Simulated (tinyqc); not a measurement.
Ten-year voltage from two stress tests.

Question. Lifetimes follow tau = t0 exp(B/Vd). Ten years are 3.15576e8 s. Find B, t0 and the drain voltage for ten years.

lifetimes at Vd = 4.7 and 5.3 V (s): 56000  2825.25714

Answer. ln(tau) is linear in 1/Vd.

B = 124 V
t0 = 1.95e-7 s
ten-year voltage = 3.54 V

Numbers from tinyqc (`OMP_NUM_THREADS=1 python tinyqc.py 2550159 2550160 out.jsonl`; about 0.01 s on one thread of a shared Intel Xeon 2.30GHz).
